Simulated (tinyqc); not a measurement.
# Trench capacitor in an array: capacitance, non-linearity, leakage and relaxation: several studies

A film between two metal electrodes, each interface adding a series capacitance ci. The small-signal permittivity is ek (1 + aq E^2); the field is found with the linear permittivity. Leakage J = J0 sinh(E/Ef). After a voltage step the film passes a relaxation current kr C V tt^(-nr), tt being the time in seconds. The sidewall is a coaxial capacitor with radii a = dm/2 - t and b = dm/2, depth AR dm; the end face is left out.

Inputs (values chosen for the exercise); permittivity of the order of that of strontium titanate:
- ek = 159 (relative permittivity of the film)
- t = 15 nm (film thickness)
- ci = 1000 uF/cm^2 (capacitance of each electrode interface (dead layer and screening))
- aq = -0.025 cm^2/MV^2 (quadratic field coefficient of the permittivity)
- V = 1 V (bias)
- nr = 0.934 (exponent of the relaxation current)
- kr = 0.00013 (strength of the relaxation)
- J0 = 4e-11 A/cm^2 (leakage prefactor)
- Ef = 0.46 MV/cm (field for an e-fold rise of the leakage)
- AR = 20 (aspect ratio, depth over diameter)
- pt = 130 nm (pitch of the square array)
- rho = 120 uohm cm (resistivity of the inner electrode)
- t0 = 2e-8 s (duration of the write pulse)

Constants: eps0 = 8.8541878128e-14 F/cm where lengths are in cm. Results are converted to the units shown.

Each table varies one quantity; the others keep the values above.

## Capacitance, non-linearity and leakage against thickness

Planar film: Cf = eps0 ek/t, 1/C = 1/Cf + 2/ci, EOT = 3.9 eps0/C, effective permittivity C t/eps0, E = (V/t) C/Cf; quadratic coefficient [C(V)/C - 1]/V^2 with Cf (1 + aq E^2) in C(V).

Result of one run:

| t (nm) | C (uF/cm^2) | EOT (nm) | effective permittivity | E (MV/cm) | quadratic coefficient (ppm/V^2) | J (A/cm^2) |
|---|---|---|---|---|---|---|
| 7.1 | 19.07 | 0.1811 | 152.9 | 1.355 | -4.421e4 | 3.792e-10 |

What becomes of these results when the film thickness t is changed from 7.1 to 18 nm, all else the same?

Result of the changed run:

| t (nm) | C (uF/cm^2) | EOT (nm) | effective permittivity | E (MV/cm) | quadratic coefficient (ppm/V^2) | J (A/cm^2) |
|---|---|---|---|---|---|---|
| 18 | 7.701 | 0.4484 | 156.6 | 0.5470 | -7366 | 5.959e-11 |

The whole series:

| t (nm) | C (uF/cm^2) | EOT (nm) | effective permittivity | E (MV/cm) | quadratic coefficient (ppm/V^2) | J (A/cm^2) |
|---|---|---|---|---|---|---|
| 5.3 | 25.22 | 0.1369 | 151.0 | 1.792 | -7.651e4 | 9.825e-10 |
| 7.1 | 19.07 | 0.1811 | 152.9 | 1.355 | -4.421e4 | 3.792e-10 |
| 9.7 | 14.10 | 0.2448 | 154.5 | 1.002 | -2.440e4 | 1.743e-10 |
| 13 | 10.60 | 0.3258 | 155.6 | 0.7529 | -1.388e4 | 9.888e-11 |
| 18 | 7.701 | 0.4484 | 156.6 | 0.5470 | -7366 | 5.959e-11 |
| 24 | 5.798 | 0.5956 | 157.2 | 0.4118 | -4191 | 4.079e-11 |
| 33 | 4.230 | 0.8163 | 157.7 | 0.3005 | -2238 | 2.803e-11 |
| 44 | 3.179 | 1.086 | 158.0 | 0.2258 | -1267 | 2.044e-11 |
| 60 | 2.335 | 1.479 | 158.3 | 0.1659 | -684.8 | 1.474e-11 |

C falls from 25.2 to 2.34 uF/cm^2 while the effective permittivity goes from 151 to 158 (ek = 159). EOT is a straight line in t with slope 3.9/ek = 0.0245 and intercept 0.00691 nm. The quadratic coefficient goes as t^(-1.88) between the first two rows and t^(-1.98) between the last two (-2 without interfaces), and J falls by 1.82 decades.

## Cell against the diameter of the hole

Per length 1/c = ln(b/a)/(2 pi eps0 ek) + (1/a + 1/b)/(2 pi ci); cell capacitance c AR dm; per footprint over pt^2; fields c V/(2 pi eps0 ek r) at r = a and b; resistance of the inner electrode rho AR dm/(pi a^2); time constant R C/3 of the distributed line. The pitch is scaled as pt dm/(58 nm).

Cell against the diameter of the hole:

| dm (nm) | cell capacitance (fF) | per footprint (uF/cm^2) | field at a (MV/cm) | field at b (MV/cm) | R (kohm) | R C/3 (ps) |
|---|---|---|---|---|---|---|
| 39 | 4.585 | 60.00 | 1.477 | 0.3408 | 14.71 | 22.49 |
| 52 | 10.47 | 77.09 | 1.035 | 0.4379 | 3.283 | 11.46 |
| 70 | 21.70 | 88.15 | 0.8762 | 0.5007 | 1.337 | 9.670 |
| 93 | 41.45 | 95.39 | 0.7997 | 0.5417 | 0.7160 | 9.892 |
| 130 | 86.03 | 101.3 | 0.7481 | 0.5755 | 0.3973 | 11.39 |
| 170 | 152.0 | 104.7 | 0.7221 | 0.5947 | 0.2650 | 13.43 |
| 220 | 260.6 | 107.2 | 0.7047 | 0.6086 | 0.1862 | 16.18 |
| 300 | 494.4 | 109.4 | 0.6901 | 0.6211 | 0.1258 | 20.73 |

What does the comparison show?

As dm goes from 39 to 300, the cell capacitance rises from 4.58 to 494 fF, the capacitance per footprint rises from 60.0 to 109 uF/cm^2, the ratio of the two fields falls from 4.33 to 1.11 and R C/3 goes from 22.5 through a minimum of 9.67 (at dm = 70 among the rows listed) to 20.7 ps; the time constant goes as dm^(-2.34) between the first two rows and dm^(0.80) between the last two.

## Charge lost after writing

Planar film: Cf = eps0 ek/t, 1/C = 1/Cf + 2/ci, EOT = 3.9 eps0/C, effective permittivity C t/eps0, E = (V/t) C/Cf. A capacitor written for t0 and then left open loses, as a share of C V, kr (tt^(1 - nr) - t0^(1 - nr))/(1 - nr) by relaxation and J tt/(C V) by leakage; both are taken as small, and rows far outside that range are left out.

The same in every row: leakage current (nA/cm^2) = 0.078134.

Charge lost after writing:

| tt (s) | relaxation current (nA/cm^2) | loss by relaxation (%) | loss by leakage (%) | total loss (%) |
|---|---|---|---|---|
| 1e-6 | 4.8120e5 | 0.018009 | 8.4813e-10 | 0.018009 |
| 1e-5 | 56017 | 0.030998 | 8.4813e-9 | 0.030998 |
| 0.0001 | 6521.1 | 0.046119 | 8.4813e-8 | 0.046119 |
| 0.001 | 759.14 | 0.063721 | 8.4813e-7 | 0.063722 |
| 0.01 | 88.373 | 0.084213 | 8.4813e-6 | 0.084221 |
| 0.1 | 10.288 | 0.10807 | 8.4813e-5 | 0.10815 |
| 1 | 1.1976 | 0.13584 | 8.4813e-4 | 0.13669 |
| 10 | 0.13942 | 0.16817 | 0.0084813 | 0.17665 |
| 100 | 0.016230 | 0.20580 | 0.084813 | 0.29061 |
| 1000 | 0.0018894 | 0.24961 | 0.84813 | 1.0977 |

The two currents are equal at tt = 18.6 s. The loss by relaxation grows from 0.0180 to 0.250 %, by 0.0130 points over the first decade and 0.0438 over the last, while the loss by leakage grows tenfold a decade. Leakage is the larger loss for tt = 1000 s.

Computed by the program tinyqc: `OMP_NUM_THREADS=1 python tinyqc.py 2102055 2102056 out.jsonl`, one thread of a shared Intel Xeon 2.30GHz, about 0.01 s for the whole run.
